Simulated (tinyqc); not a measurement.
# Inductance and parasitic capacitance from two readings

Question. A loss-free coil L in parallel with C shows the apparent inductance L/(1 - w^2 L C), w = 2 pi f. Find L, C and the self-resonance 1/(2 pi sqrt(L C)).

apparent inductance at 3.4 and 6 GHz (nH): [8.4418073, 16.000870]

Solution. The inverse of the reading is 1/L - w^2 C, a straight line in w^2.

L = 6.90 nH
C = 58.0 fF
self-resonance = 7.96 GHz

Computed by the program tinyqc: `OMP_NUM_THREADS=1 python tinyqc.py 2302134 2302135 out.jsonl`, one thread of a shared Intel Xeon 2.30GHz, about 0.01 s for the whole run.
